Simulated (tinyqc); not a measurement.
Pull-up strength from the switching point.

Question. Transistor (EKV form, voltages against the body): I = 2 n b Vt^2 [F(vp - Vs) - F(vp - Vd)] from drain to source, F(v) = ln^2(1 + exp(v/(2 Vt))), vp = (Vg - VT + sg |Vd - Vs|)/n. n-channel bodies are at 0; for the p-channel device all voltages are counted down from Vdd. b in uA/V^2 gives I in uA. In an inverter In(Vg = Vd = VM) equals Ip at the switching point VM. Find bp and the current there.

Inputs (values chosen for the exercise):

| symbol | value | unit | meaning |
|---|---|---|---|
| T | 250 | K | temperature |
| Vdd | 0.8 | V | supply voltage |
| n | 1.41 |  | slope factor |
| sg | 0.097 |  | drain-induced barrier lowering |
| VTn | 0.37 | V | n-channel threshold |
| VTp | 0.27 | V | p-channel threshold (magnitude) |
| bn | 640 | uA/V^2 | gain factor of the pull-down transistor |

Constants: q = 1.602176634e-19 C, kB = 1.380649e-23 J/K, Vt = kB T/q. Results are converted to the units shown.

VM = 0.445578825 V

Answer. Ip is proportional to bp, so bp is In(VM) over the p-channel current for unit b.

bp = 640.0 uA/V^2
current at VM = 3.651 uA

tinyqc, about 0.05 s, one thread, Intel Xeon 2.30GHz (shared host): `OMP_NUM_THREADS=1 python tinyqc.py 2340140 2340141 out.jsonl`
